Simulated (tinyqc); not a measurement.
Worked calculation: exchange-only LDA atom on a uniform radial grid, spin-unpolarised, for C(2+). Computed by tinyqc, a small Python program that keeps every step. Settings: Z = 6, points = 128, R = 6.7, functional = Slater exchange alone, mixing = 0.4, iteration cap = 74. Command: `OMP_NUM_THREADS=1 python tinyqc.py 20899 20900 out.jsonl` (the two numbers bound the seeds that draw the settings). One thread of a shared host (Intel(R) Xeon(R) Processor @ 2.60GHz), about 0.2 s of CPU time with the checks. Later iterations appear only in the table of the cycle.

## Iteration 1

Spherical atom on a uniform radial grid r_j = j h with h = R/(N + 1), h sum u^2 = 1 and integrals as h times sums, u(0) = u(R) = 0 (atomic units):
```
parameter           value
Z                       6
points N              128
R                6.700000
h                0.051938
mixing           0.400000
electrons in 1s         2
electrons in 2s         2
```

Three-point differences turn -u''/2 + [l(l+1)/2r^2 - Z/r + V] u = e u into a tridiagonal matrix (diagonal 1/h^2 + potential, off-diagonal -1/2h^2). D = sum f u^2; the Hartree potential y/r solves y'' = -D/r with y(0) = 0, y(R) = N_e; v_xc comes from rho = D/(4 pi r^2); E = sum f e - int D V + int D (V_H/2 + eps_xc); V(new) = V + mixing (V_H + v_xc - V).

eigenvalues (hartree): 1s -17.58301, 2s -4.47301

Every 8th grid point:
```
r           V in     u(1s)      u(2s)         D      V_H      v_xc
0.41550  0.00000   1.02533   -0.29076   2.27168  6.96897  -0.99997
0.83101  0.00000   0.17619   -1.06141   2.31526  4.37282  -0.63394
1.24651  0.00000   0.02271   -0.84724   1.43665  3.14154  -0.41264
1.66202  0.00000   0.00260   -0.47558   0.45237  2.39761  -0.23174
2.07752  0.00000   0.00028   -0.22565   0.10183  1.92425  -0.12148
2.49302  0.00000  2.88e-05   -0.09692   0.01879  1.60435  -0.06124
2.90853  0.00000  2.89e-06   -0.03897   0.00304  1.37525  -0.03010
3.32403  0.00000  2.84e-07   -0.01495   0.00045  1.20336  -0.01454
3.73953  0.00000  2.74e-08   -0.00554   0.00006  1.06965  -0.00693
4.15504  0.00000  2.62e-09   -0.00199  7.95e-06  0.96269  -0.00327
4.57054  0.00000  2.47e-10   -0.00070  9.88e-07  0.87517  -0.00153
4.98605  0.00000  2.32e-11   -0.00024  1.18e-07  0.80224  -0.00071
5.40155  0.00000         0   -0.00008  1.37e-08  0.74053  -0.00033
5.81705  0.00000         0  -2.77e-05  1.53e-09  0.68763  -0.00015
6.23256  0.00000         0  -8.53e-06  1.45e-10  0.64179  -0.00007
6.64806  0.00000         0  -7.44e-07         0  0.60168   0.00000
```

total energy = -34.1125396 hartree

## Iteration 2

As before.

eigenvalues (hartree): 1s -14.49713, 2s -3.06602

Every 8th grid point:
```
r           V in     u(1s)      u(2s)         D      V_H      v_xc
0.41550  2.38760   1.05759   -0.18936   2.30871  6.72859  -1.00537
0.83101  1.49555   0.20783   -0.96242   1.93888  4.23926  -0.59754
1.24651  1.09156   0.03151   -0.89604   1.60774  3.09498  -0.42841
1.66202  0.86635   0.00431   -0.58957   0.69522  2.38593  -0.26743
2.07752  0.72110   0.00056   -0.33019   0.21805  1.92182  -0.15658
2.49302  0.61724   0.00007   -0.16842   0.05673  1.60390  -0.08852
2.90853  0.53806  8.46e-06   -0.08083   0.01307  1.37517  -0.04896
3.32403  0.47553  1.01e-06   -0.03717   0.00276  1.20334  -0.02669
3.73953  0.42509  1.20e-07   -0.01656   0.00055  1.06965  -0.01439
4.15504  0.38377  1.40e-08   -0.00720   0.00010  0.96269  -0.00770
4.57054  0.34946  1.63e-09   -0.00307  1.88e-05  0.87517  -0.00409
4.98605  0.32061  1.88e-10   -0.00129  3.31e-06  0.80224  -0.00216
5.40155  0.29608  2.15e-11   -0.00053  5.65e-07  0.74053  -0.00114
5.81705  0.27499         0   -0.00021  9.13e-08  0.68763  -0.00059
6.23256  0.25669         0   -0.00008  1.19e-08  0.64179  -0.00029
6.64806  0.24067         0  -7.25e-06  1.05e-10  0.60168  -0.00006
```

total energy = -34.7068863 hartree

## Iteration 3

As before.

eigenvalues (hartree): 1s -12.80578, 2s -2.31673

Every 8th grid point:
```
r           V in     u(1s)      u(2s)         D      V_H      v_xc
0.41550  3.72185   1.07460   -0.13581   2.34642  6.57330  -1.01082
0.83101  2.35402   0.22760   -0.88584   1.67302  4.14339  -0.56888
1.24651  1.72156   0.03786   -0.90361   1.63588  3.05401  -0.43090
1.66202  1.36721   0.00573   -0.65361   0.85447  2.37293  -0.28646
2.07752  1.13876   0.00082   -0.40436   0.32702  1.91836  -0.17923
2.49302  0.97650   0.00011   -0.22876   0.10467  1.60307  -0.10857
2.90853  0.85332  1.57e-05   -0.12219   0.02986  1.37499  -0.06449
3.32403  0.75598  2.11e-06   -0.06271   0.00787  1.20331  -0.03782
3.73953  0.67716  2.80e-07   -0.03126   0.00195  1.06964  -0.02198
4.15504  0.61225  3.70e-08   -0.01524   0.00046  0.96268  -0.01269
4.57054  0.55810  4.84e-09   -0.00730   0.00011  0.87517  -0.00729
4.98605  0.51240  6.31e-10   -0.00344  2.37e-05  0.80224  -0.00417
5.40155  0.47340  8.17e-11   -0.00159  5.09e-06  0.74053  -0.00237
5.81705  0.43981  1.06e-11   -0.00072  1.02e-06  0.68763  -0.00132
6.23256  0.41062         0   -0.00028  1.59e-07  0.64179  -0.00068
6.64806  0.38505         0  -2.76e-05  1.53e-09  0.60168  -0.00014
```

total energy = -34.9181745 hartree

## Convergence

Stop when input and output potentials agree to 1e-7.

Course of the cycle (hartree):
```
iteration            E      e(1s)     e(2s)  largest |V(out) - V(in)|
1          -34.1125396  -17.58301  -4.47301                  1.02e+01
2          -34.7068863  -14.49713  -3.06602                  5.52e+00
3          -34.9181745  -12.80578  -2.31673                  2.96e+00
4          -34.9885297  -11.88479  -1.91121                  1.57e+00
5          -35.0107908  -11.38610  -1.68897                  8.30e-01
6          -35.0175833  -11.11719  -1.56607                  4.36e-01
7          -35.0196078  -10.97258  -1.49766                  2.30e-01
8          -35.0202029  -10.89491  -1.45940                  1.22e-01
9          -35.0203766  -10.85323  -1.43792                  6.42e-02
10         -35.0204271  -10.83086  -1.42583                  3.41e-02
11         -35.0204418  -10.81885  -1.41899                  1.82e-02
...                ...        ...       ...                       ...
23         -35.0204479  -10.80488  -1.41000                  1.58e-05
24         -35.0204479  -10.80488  -1.41000                  9.17e-06
25         -35.0204479  -10.80488  -1.41000                  5.33e-06
26         -35.0204479  -10.80487  -1.40999                  3.10e-06
27         -35.0204479  -10.80487  -1.40999                  1.81e-06
28         -35.0204479  -10.80487  -1.40999                  1.05e-06
29         -35.0204479  -10.80487  -1.40999                  6.16e-07
30         -35.0204479  -10.80487  -1.40999                  3.60e-07
31         -35.0204479  -10.80487  -1.40999                  2.11e-07
32         -35.0204479  -10.80487  -1.40999                  1.24e-07
33         -35.0204479  -10.80487  -1.40999                  7.25e-08
```

Converged in 33 iterations. A uniform grid resolves the cusp poorly: for a bare nucleus this grid gives 1s at -17.58301 against -Z^2/2 = -18 hartree. Before convergence this energy mixes input and output and is not variational, so it may rise towards its limit.
